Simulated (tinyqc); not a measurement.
Tension along [110]: repopulation and mass change: two-band k.p model of the Delta valleys near the X point under shear strain.

Valley pair on the [001] axis, kz counted from the X point, c = hbar^2/2m0, k0 = kx0 2 pi/a. H = (c kz^2/ml + c (kx^2 + ky^2)/mt + c k0^2/ml) 1 + (2 c k0 kz/ml) sigma_z + (D exy - 2 c kx ky/Mp) sigma_x, so E = c kz^2/ml + c (kx^2 + ky^2)/mt + c k0^2/ml -/+ sqrt((2 c k0 kz/ml)^2 + (D exy - 2 c kx ky/Mp)^2). Without strain the lower band has its minima, E = 0, at kz = +/- k0. Shifts from diagonal strain are left out.

For |eta| < 1: k_min = k0 sqrt(1 - eta^2), E_min = -Delta eta^2/2, ml(eta) = ml/(1 - eta^2), 1/m[110] = 1/mt + eta/Mp, 1/m[1-10] = 1/mt - eta/Mp. For |eta| > 1 the minimum sits at X: E_min = -Delta (2 |eta| - 1)/2, ml(eta) = ml/(1 - 1/|eta|), and eta is replaced by its sign in the transverse masses. Here Delta = 2 c k0^2/ml and eta = D exy/Delta.

s11 = (C11 + C12)/((C11 - C12)(C11 + 2 C12)), s12 = -C12/((C11 - C12)(C11 + 2 C12)), s44 = 1/C44; exx = s11 sxx + s12 (syy + szz) and cyclic, exy = s44 sxy/2; tension is positive. A uniaxial stress X along the unit vector n is s_ij = X n_i n_j.

Constants: hbar^2/2m0 = 3.80998211 eV angstrom^2; kB = 8.617333262e-05 eV/K.

Parameters, chosen for this exercise (near those of Si; the results hold for these values, not for the real material): a = 5.428 angstrom (lattice constant); ml = 0.909 m0 (longitudinal mass); mt = 0.193 m0 (transverse mass); kx0 = 0.145 2 pi/a (distance of the minimum from X); D = 15.4 eV (shear deformation potential); Mp = 0.241 m0 (coupling mass); C11 = 163.5 GPa; C12 = 64.3 GPa; C44 = 80 GPa; Xu = 9.48 eV (uniaxial potential); T = 400 K (temperature).

The z valleys move against the x and y valleys by Xu (ezz - exx) and, through the shear, by E_min. Share of the z valleys n = w/(w + 2 exp(dE/kT)), dE the total relative shift, w = sqrt(ml(eta) m[110] m[1-10]/(ml mt^2)). Along [110]: 1/m_c = n/m[110] + (1 - n)(1/ml + 1/mt)/2. Fixed masses means E_min = 0, w = 1, m[110] = mt. Gains are against 3/(1/ml + 2/mt) at a fixed scattering time.

Results:
```
X (GPa)  Xu (ezz - exx) (meV)  E_min (meV)  m[110]  m_c fixed masses  m_c with shear  gain fixed (%)  gain with shear (%)
0.00                      0.0          0.0  0.1930            0.2617          0.2617             0.0                  0.0
0.25                    -11.9         -0.3  0.1854            0.2509          0.2451             4.3                  6.8
0.50                    -23.9         -1.2  0.1784            0.2403          0.2273             8.9                 15.1
1.00                    -47.8         -4.9  0.1659            0.2222          0.1932            17.8                 35.4
1.50                    -71.7        -11.0  0.1550            0.2095          0.1674            24.9                 56.4
2.00                    -95.6        -19.6  0.1455            0.2018          0.1502            29.7                 74.2
3.00                   -143.3        -44.1  0.1296            0.1953          0.1300            34.0                101.3
```

How do the results move, and what explains it?

At 1 GPa repopulation alone gives 17.8 % and the shear terms raise it to 35.4 %. From 2 to 3 GPa the fixed-mass gain grows by 4.3 points, towards its ceiling of 35.6 % when all electrons sit in the z valleys, whereas the gain with shear grows by 27.0 points because m[110] keeps falling.

tinyqc: `OMP_NUM_THREADS=1 python tinyqc.py 1050575 1050576 out.jsonl`; about 0.01 s, one thread, shared Intel(R) Xeon(R) Processor @ 2.30GHz.
